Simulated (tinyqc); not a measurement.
Inside a calculation. Model: rigid-ion and shell models of the dielectric response of an ionic crystal. Computed by tinyqc, a small Python program that keeps every step. Command: `OMP_NUM_THREADS=1 python tinyqc.py 3024899 3024900 out.jsonl shell walk`. One thread of a shared host (Intel(R) Xeon(R) Processor @ 2.30GHz), about 0.01 s of CPU time with the checks. Intermediate numbers are printed to about 5 digits and carried at full precision; extremes and crossings named in words are read from the listed rows.

Charges +Z and -Z; 4 nearest neighbours, Madelung constant M = 1.638055, volume per ion pair Omega = 3.079201 d^3. Energy per pair U = -M Z^2 e2/d + 4 A exp(-d/rho), e2 = e^2/(4 pi eps_0). In the shell model the anion is a core of charge Y - Z and a massless shell of charge -Y, joined by the spring k; the repulsion acts on the shell. Each ion feels the Lorentz field E + (4 pi/3) P (Gaussian units).

Inputs (values chosen for the exercise, for a model crystal): nearest-neighbour distance d = 2.21 angstrom; ionic charge Z = 2 e; hardness d/rho = 11.8; cation mass = 89.8 u; anion mass = 32.06 u; shell charge size Y = 2.4 e; core-shell spring k = 48.9 eV/angstrom^2; cation polarisability alpha_+ = 0.18 angstrom^3; film thickness t = 12 nm.

Structure: zinc blende.

Constants: e^2/(4 pi eps_0) = 14.39964548 eV angstrom; 1 eV/angstrom^3 = 160.2176634 GPa; nu for 1 eV/(angstrom^2 u) = 15.6333042 THz; 1 THz = 33.35640952 1/cm; eps_0 = 8.8541878128e-12 F/m; h x 1 THz = 4.135667696 meV.

## Equilibrium, bulk modulus and repulsive spring

Zero pressure fixes 4 A exp(-d/rho) = M Z^2 e2 rho/d^2. Then U = -(M Z^2 e2/d)(1 - rho/d), B = M Z^2 e2 (d/rho - 2)/(9 Omega d), and the spring of one sublattice against the other is R = (1/3) x (Laplacian of the repulsion summed over neighbours) = M Z^2 e2 (d/rho - 2)/(3 d^3), so R = 3 B Omega/d^2.

volume Omega = 33.236 angstrom^3

lattice energy U = -39.074 eV/pair

bulk modulus B = 224.09 GPa

repulsive spring R = 28.554 eV/angstrom^2

## Rigid ions

With C = 4 pi Z^2 e2/(3 Omega): mu lambda_TO = R - C, mu lambda_LO = R + 2 C; eps_inf = 1 and eps_s = lambda_LO/lambda_TO. lambda in eV/(angstrom^2 u) gives the wavenumber 15.6333042 x 33.35640952 x sqrt(lambda); mu is the reduced mass.

Coulomb spring C = 7.2591 eV/angstrom^2

omega_TO, rigid ions = 495.08 1/cm

omega_LO, rigid ions = 704.11 1/cm

eps_s, rigid ions = 2.0227

## Shell model: electronic response

Eliminating the shell gives the anion polarisability alpha_- = Y^2 e2/(k + R), the Szigeti charge Z_S = Z - Y R/(k + R) and the softened spring R' = k R/(k + R). With b = 4 pi (alpha_+ + alpha_-)/(3 Omega): eps_inf = (1 + 2b)/(1 - b) (Clausius-Mossotti); Born charge Z* = Z_S (eps_inf + 2)/3.

anion polarisability alpha_- = 1.0709 angstrom^3

Szigeti charge Z_S = 1.1152 e

softened spring R' = 18.027 eV/angstrom^2

b = 0.15764

eps_inf = 1.5614

Born charge Z* = 1.3239 e

Overlap pushes the shell back and lowers the effective charge to 56 % of Z; the local field then raises the Born charge to 66 % of Z.

## Shell model: lattice response

mu lambda_TO = R' - (4 pi e2/(3 Omega)) Z_S^2/(1 - b); mu lambda_LO = mu lambda_TO + 4 pi e2 Z*^2/(eps_inf Omega); eps_s = eps_inf lambda_LO/lambda_TO.

mu lambda_TO = 15.348 eV/angstrom^2

omega_TO = 420.31 1/cm

omega_LO = 496.99 1/cm

eps_s = 2.1832

share of R' left after the dipole term = 0.85137

The dipole field cancels 15 % of the short-range spring.

## As a gate dielectric

Capacitance per area eps_0 eps_s/t; equivalent oxide thickness EOT = t x 3.9/eps_s; the surface optical mode against silicon (eps = 11.7) lies at omega_TO sqrt[(eps_s + 11.7)/(eps_inf + 11.7)], and its squared coupling to channel electrons scales as g = hbar omega_SO [1/(11.7 + eps_inf) - 1/(11.7 + eps_s)], with hbar omega = h c x wavenumber.

capacitance per area = 1.6109 fF/micrometre^2

equivalent oxide thickness = 21.436 nm

surface optical mode = 430.05 1/cm

remote-phonon coupling g = 0.18006 meV

## From rigid to soft shells

The formulas are those given above.

Response against the core-shell spring:
```
k (eV/angstrom^2)  eps_inf     Z_S      Z*  omega_TO (1/cm)  omega_LO (1/cm)   eps_s
39                  1.6471  0.9856  1.1981           406.30           468.71  2.1920
49                  1.5607  1.1164  1.3250           420.42           497.24  2.1831
64                  1.4707  1.2596  1.4572           434.66           528.59  2.1751
88                  1.3798  1.4120  1.5908           448.58           562.28  2.1679
130                 1.2917  1.5678  1.7202           461.67           597.24  2.1617
200                 1.2203  1.7002  1.8250           472.00           627.55  2.1572
390                 1.1501  1.8363  1.9282           481.96           659.43  2.1531
1500                1.0913  1.9552  2.0146           490.15           687.98  2.1500
```

From the stiffest to the softest shell eps_inf rises from 1.09 to 1.65 and Z_S falls from 1.96 to 0.99; omega_LO moves by -32 % and omega_TO by -17.1 %. Screening by eps_inf cuts the LO frequency, which rigid ions overstate (rigid ions: 704 per cm); eps_s goes from 2.15 to 2.19.

Checks made by the program: TO spring by direct elimination of the shell from the 2 x 2 energy matrix (relative difference below 1e-10); Szigeti's relation mu lambda_TO (eps_s + 2)/(eps_inf + 2) = R' (relative difference below 1e-10).
